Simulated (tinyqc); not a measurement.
Coupled-perturbed Hartree-Fock on RHF in the sto-3g basis, for BeH2, spin multiplicity 1, step by step. One step of it, computed by the program tinyqc.

Problem. Response to a field: uncoupled start. Field along z; U_ai = -mu_ai / (e_a - e_i), alpha = -4 sum U_ai mu_ai.

orbital energies (hartree): MO1 -4.525192, MO2 -0.439314, MO3 -0.399662, MO4 0.211751, MO5 0.213522, MO6 0.416196, MO7 0.820138

dipole integrals <a|z|i> (bohr):
```
          i1        i2         i3
a4  0.150850  0.963499   0.000000
a5  0.000000  0.000000   0.000000
a6  0.017513  0.045115   0.000000
a7  0.000000  0.000000  -0.110885
```

Give: uncoupled U; uncoupled polarisability.

Solution.

uncoupled U:
```
         i1       i2      i3
a4  -0.0318  -1.4799  0.0000
a5   0.0000   0.0000  0.0000
a6  -0.0035  -0.0527  0.0000
a7   0.0000   0.0000  0.0909
```

uncoupled polarisability = 5.7728 bohr^3
